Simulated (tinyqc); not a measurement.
Hueckel theory of the pi electrons, for the molecule C=CC=C([CH2+])C=C (SMILES; centres numbered as the heavy atoms are written), step by step. One step of it, computed by the program tinyqc.

Problem. Orbitals. Diagonalise; E = alpha + x beta with beta < 0, so the largest x are filled first; degenerate levels share their electrons. P = sum n_i c_ri c_si; each orbital has its largest coefficient positive (the first on a tie).

Hueckel matrix in units of beta (H = alpha + beta A), lower triangle:
```
          1C        2C        3C        4C        5C        6C        7C
1C  0.000000
2C  1.000000  0.000000
3C  0.000000  1.000000  0.000000
4C  0.000000  0.000000  1.000000  0.000000
5C  0.000000  0.000000  0.000000  1.000000  0.000000
6C  0.000000  0.000000  0.000000  1.000000  0.000000  0.000000
7C  0.000000  0.000000  0.000000  0.000000  0.000000  1.000000  0.000000
```

pi electrons, sum of z_r less the charge = 6

Give: x values; occupations; coefficients; charge and bond-order matrix P.

Solution.

x values: 1.970  1.286  0.684  0.000  -0.684  -1.286  -1.970

occupations: 2.000  2.000  2.000  0.000  0.000  0.000  0.000

coefficients:
```
      MO1     MO2     MO3     MO4     MO5     MO6     MO7
1C  0.161   0.464   0.303   0.577  -0.303  -0.464  -0.161
2C  0.318   0.597   0.207   0.000   0.207   0.597   0.318
3C  0.464   0.303  -0.161  -0.577   0.161  -0.303  -0.464
4C  0.597  -0.207  -0.318   0.000  -0.318  -0.207   0.597
5C  0.303  -0.161  -0.464   0.577   0.464   0.161  -0.303
6C  0.408  -0.408   0.408   0.000  -0.408   0.408  -0.408
7C  0.207  -0.318   0.597   0.000   0.597  -0.318   0.207
```

charge and bond-order matrix P, lower triangle:
```
        1C      2C      3C     4C      5C     6C     7C
1C   0.667
2C   0.782   1.000
3C   0.333   0.590   0.667
4C  -0.192   0.000   0.531  1.000
5C  -0.333  -0.192   0.333  0.723   0.667
6C   0.000  -0.059   0.000  0.397   0.000  1.000
7C   0.134   0.000  -0.192  0.000  -0.326  0.916  1.000
```
